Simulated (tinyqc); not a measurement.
# Contact resistivity and sheet resistance from two contact lengths

Inverse problem. Rc = [sqrt(rc Rsh)/Wc] coth(Lc/(2 LT)), LT = sqrt(rc/Rsh), Wc = 60 nm; the second contact is twice as long as the first. Find LT, rc and Rsh.

Rc for Lc = 22 and 44 nm (ohm): 627.514135  323.134162

Answer. With t = tanh(Lc/(2 LT)) for the shorter contact, the resistance of the longer over that of the shorter is (1 + t^2)/2. Then sqrt(rc Rsh) = Rc t Wc, and rc and Rsh follow by multiplying and dividing by LT.

LT = 62.99 nm
rc = 4.100e-9 ohm cm^2
Rsh = 103.3 ohm

Computed by the program tinyqc: `OMP_NUM_THREADS=1 python tinyqc.py 2170138 2170139 out.jsonl`, one thread of a shared Intel Xeon 2.30GHz, about 0.04 s for the whole run.
